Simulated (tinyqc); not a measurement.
Tunnelling through a gate dielectric, WKB transmission and Tsu-Esaki current: two steps of the calculation.

Electrons leave the emitter at x = 0. Energies E (motion across the layers) are in eV from the emitter Fermi level; the collector Fermi level lies at -V and offers states at every E. No charge in the dielectric and no image force: F1 = V/t1, U = phi1 - F1 x. With C = hbar^2/(2 m0), kappa = sqrt(m (U - E)/C) where U > E and 0 elsewhere; T(E) = exp(-S), S = 2 times the integral of kappa over x.

Values chosen for this exercise; dielectric values close to those of zirconium oxide: temperature T = 77 K; Fermi energy of the emitter above its band bottom Ef = 4.4 eV; emitter mass in the supply function me = 1 m0; barrier of layer 1 above the emitter Fermi level at zero bias phi1 = 1.42 eV; tunnelling mass of layer 1 m1 = 0.26 m0; thickness of layer 1 t1 = 2 nm; voltage across the dielectric V = 1 V; energy of the electron followed E = -0.21 eV; lower end of the energy grid Ea = -1.2 eV; upper end of the energy grid Eb = 0.062 eV; points of the energy grid nE = 13.

Constants: q = 1.602176634e-19 C, kB = 1.380649e-23 J/K, hbar = 1.054571817e-34 J s, m0 = 9.1093837015e-31 kg, Vt = kB T/q, hbar^2/(2 m0) = 0.0380998212 eV nm^2. Results are converted to the units shown.

Problem 1. WKB exponent in closed form. Each layer adds (2/F) sqrt(m/C) [G(u at its left edge) - G(u at its right edge)] to S, with u = U - E (0 where negative) and G(u) = (2/3) u^1.5. The slope follows from 1/d = -dS/dE.

Wanted: S; T(E); energy d over which T(E) grows by a factor e.

Solution 1.

S = 11.01
T(E) = 1.648e-5
energy d over which T(E) grows by a factor e = 0.1981 eV

The midpoint rule gives S = 11.018, so its T(E) is 0.41 % below this value. The band edge stays above E through the whole stack: direct tunnelling through a trapezoid.

Problem 2. Current density on a coarse energy grid. J = J0 times the integral of T(E) N(E) dE, N = ln[(1 + exp(-E/Vt))/(1 + exp((-E - V)/Vt))], J0 = q^2 me m0 kB T/(2 pi^2 hbar^3) (times 1e-4 for A/cm^2 per eV), by Simpson's rule on nE equally spaced points from Ea to Eb.

Find: E; T(E); N; T(E) N; J0; J.

Solution 2.

```
point  E (eV)      T(E)         N    T(E) N
0      -1.200  2.558e-7     150.7  3.856e-5
1      -1.095  3.760e-7     150.7  5.667e-5
2      -0.990  5.584e-7     149.0  8.319e-5
3      -0.884  8.390e-7     133.3  1.118e-4
4      -0.779  1.276e-6     117.5  1.499e-4
5      -0.674  1.969e-6     101.6  2.000e-4
6      -0.569  3.084e-6     85.75  2.644e-4
7      -0.464  4.913e-6     69.90  3.435e-4
8      -0.359  7.983e-6     54.05  4.315e-4
9      -0.254  1.326e-5     38.20  5.066e-4
10     -0.148  2.260e-5     22.36  5.053e-4
11     -0.043  3.973e-5     6.507  2.585e-4
12      0.062  7.250e-5  8.749e-5  6.343e-9
```

J0 = 1.074e8 A/(cm^2 eV)
J = 3.318e4 A/cm^2

The integrand peaks at E = -0.253 eV among these points.

Program tinyqc, `OMP_NUM_THREADS=1 python tinyqc.py 2540022 2540023 out.jsonl`; Intel Xeon 2.30GHz, shared host, one thread, about 0.02 s.
